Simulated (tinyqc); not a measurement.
Charges from the flat band at three thicknesses.

Inverse problem. For a gate stack whose outer layer (permittivity e2) is made in three thicknesses t2, Vfb = V0 - (q/eps0) [Qb t2/e2 + r2 t2^2/(2 e2)], with Qb the sheet density of all charge below that layer and r2 the uniform density in it. Find V0, Qb and r2.

Values chosen for this exercise:
```
symbol,value,unit,meaning
e2,21.9,,relative permittivity of layer 2
```

Constants: q = 1.602176634e-19 C, eps0 = 8.8541878128e-14 F/cm where lengths are in cm. Results are converted to the units shown.

t2 (nm): [2.1, 4.8, 7.1]
Vfb (V): [0.27028195, 0.38431472, 0.50948467]

Solution. A parabola through the three points gives the three coefficients.

V0 = 0.206 V
Qb = -3.08e12 cm^-2
r2 = -5.90e18 cm^-3

Numbers from tinyqc (`OMP_NUM_THREADS=1 python tinyqc.py 2010104 2010105 out.jsonl`; about 0.01 s on one thread of a shared Intel Xeon 2.30GHz).
